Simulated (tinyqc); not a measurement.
# Bandgap voltage reference from two bipolar transistors: output against temperature

Two transistors of area 1 and N carry the same current I. Is(T) = Is (T/T0)^eta exp[(Vg0 q/kB)(1/T0 - 1/T)], VBE1 = Vt ln(I/Is(T)) + I rb, VBE2 = Vt ln(I/(N Is(T))) + I rb/N. The amplifier forces I R1(T) = VBE1 - VBE2 + Vos, with R(T) = R (1 + tc (T - T0)) for both resistors, and the output is Vref = VBE1 + I R2(T). Base currents and the Early effect are neglected.

Vt = kB T/q; I = (Vt ln N + Vos)/(R1(T) - rb (1 - 1/N)).

Inputs (values chosen for the exercise); values of the order met in silicon bipolar transistors:
- T0 = 300 K (reference temperature)
- Vg0 = 1.168 V (band-gap voltage extrapolated to 0 K)
- eta = 3 (temperature exponent of the saturation current)
- Is = 9.7e-18 A (saturation current of the unit transistor at T0)
- N = 15 (area ratio of the second transistor)
- R1 = 10 kohm (resistor across which the difference of VBE falls, at T0)
- tc = 0 ppm/K (temperature coefficient of both resistors)
- Vos = 0 mV (offset of the amplifier)
- rb = 0 ohm (series resistance of the unit transistor)
- R2 = 69.72 kohm (output resistor at T0)

Constants: q = 1.602176634e-19 C, kB = 1.380649e-23 J/K. Results are converted to the units shown.

Result of one run:
```
T (K),I (uA),VBE1 (V),I R2 (V),Vref (V),Vref - Vref(T0) (mV),dVref/dT (uV/K)
398,9.2878,0.53554,0.64755,1.1831,-10.901,-134.44
```

What becomes of these results when the temperature T is changed from 398 to 253 K, all else the same?

Result of the changed run:
```
T (K),I (uA),VBE1 (V),I R2 (V),Vref (V),Vref - Vref(T0) (mV),dVref/dT (uV/K)
253,5.9041,0.78571,0.41163,1.1973,3.3586,-56.359
```

The whole series:
```
T (K),I (uA),VBE1 (V),I R2 (V),Vref (V),Vref - Vref(T0) (mV),dVref/dT (uV/K)
218,5.0873,0.84419,0.35469,1.1989,4.8932,-30.697
233,5.4373,0.81924,0.37909,1.1983,4.3458,-42.166
253,5.9041,0.78571,0.41163,1.1973,3.3586,-56.359
273,6.3708,0.75191,0.44417,1.1961,2.0986,-69.471
298,6.9542,0.70931,0.48485,1.1942,0.17030,-84.573
323,7.5376,0.66635,0.52552,1.1919,-2.1199,-98.457
348,8.1210,0.62305,0.56620,1.1892,-4.7439,-111.31
373,8.7044,0.57944,0.60687,1.1863,-7.6777,-123.26
398,9.2878,0.53554,0.64755,1.1831,-10.901,-134.44
423,9.8712,0.49137,0.68822,1.1796,-14.394,-144.94
```

VBE1 falls by 1.72 mV/K on average and I R2 rises by 1.63 mV/K. The slope of Vref vanishes at T = 182 K. Between 233 and 398 K Vref spans 15.2 mV, or 77.5 ppm/K by the box method (span over the average over T, over 165 K).

Program tinyqc, `OMP_NUM_THREADS=1 python tinyqc.py 2062082 2062083 out.jsonl`; Intel Xeon 2.30GHz, shared host, one thread, about 0.02 s.
